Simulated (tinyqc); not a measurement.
Worked calculation: UHF in the 6-311g basis, for H-, spin multiplicity 1. The basis has no diffuse functions, so it cannot describe the extra electron: this is an exercise in the method, not the real anion. One step of it, computed by the program tinyqc.

Question. Iteration 1: diagonalisation and new density. Diagonalise F' = X^T F X, C = X C', fill 1 alpha and 1 beta electrons from the bottom; D(s) = C_occ C_occ^T. Each column has its largest component positive (the first on a tie).

F(alpha) (hartree):
```
,1H 1s,1H 2s,1H 3s
1H 1s,1.516654,0.219633,-0.133499
1H 2s,0.219633,0.381415,0.077712
1H 3s,-0.133499,0.077712,0.116692
```

F(beta) (hartree):
```
,1H 1s,1H 2s,1H 3s
1H 1s,0.943158,-0.199557,-0.302203
1H 2s,-0.199557,0.104736,0.038206
1H 3s,-0.302203,0.038206,0.234763
```

X:
```
,1H 1s,1H 2s,1H 3s
1H 1s,1.366024,-0.728467,0.179565
1H 2s,-0.728467,2.045624,-0.905584
1H 3s,0.179565,-0.905584,1.539843
```

Give: F' = X^T F X; orbital energies; coefficients C; F' = X^T F X; orbital energies; coefficients C; D(alpha) after iteration 1; D(beta) after iteration 1.

Answer.

F' = X^T F X (alpha) (hartree):
```
,1,2,3
1,2.513,-1.104,-0.029
2,-1.104,1.378,-0.362
3,-0.029,-0.362,0.276
```

orbital energies (alpha) (hartree): MO1 0.095, MO2 0.876, MO3 3.196

coefficients C (alpha):
```
,MO1,MO2,MO3
1H 1s,0.128,0.046,-1.553
1H 2s,-0.078,1.575,1.746
1H 3s,1.010,-1.300,-0.716
```

F' = X^T F X (beta) (hartree):
```
,1,2,3
1,2.062,-1.344,-0.056
2,-1.344,1.186,-0.310
3,-0.056,-0.310,0.464
```

orbital energies (beta) (hartree): MO1 0.025, MO2 0.643, MO3 3.045

coefficients C (beta):
```
,MO1,MO2,MO3
1H 1s,0.238,-0.040,-1.540
1H 2s,0.575,-1.344,1.843
1H 3s,0.302,1.597,-0.762
```

D(alpha) after iteration 1:
```
,1H 1s,1H 2s,1H 3s
1H 1s,0.016,-0.010,0.130
1H 2s,-0.010,0.006,-0.079
1H 3s,0.130,-0.079,1.019
```

D(beta) after iteration 1:
```
,1H 1s,1H 2s,1H 3s
1H 1s,0.057,0.137,0.072
1H 2s,0.137,0.331,0.174
1H 3s,0.072,0.174,0.091
```
